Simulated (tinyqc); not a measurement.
Well width from the intersubband spacing.

Inverse problem. In an empty well of width L and depth Vb, level k solves kw L/2 = (k - 1) pi/2 + arctan(sqrt((mw/mb)(Vb - E)/E)) with kw = sqrt(mw E/C), C = hbar^2/(2 m0). Find L, E1 and E2 from the spacing.

Parameters, values chosen for the exercise; material values close to those of strained Si in SiGe (two lower valleys): mass along z in the well mw = 0.936 m0; mass along z in the barriers mb = 0.926 m0; barrier height Vb = 0.199 eV.

Constants: q = 1.602176634e-19 C, hbar = 1.054571817e-34 J s, m0 = 9.1093837015e-31 kg, hbar^2/(2 m0) = 0.0380998212 eV nm^2. Results are converted to the units shown.

E2 - E1 = 44.003912 meV

Solution. Both levels are solved for trial widths until their difference matches. A second level is bound only for L above 1.42 nm, and over that range one width gives this spacing.

L = 4.267 nm
E1 = 14.98 meV
E2 = 58.98 meV

tinyqc, about 0.2 s, one thread, Intel Xeon 2.30GHz (shared host): `OMP_NUM_THREADS=1 python tinyqc.py 2140136 2140137 out.jsonl`
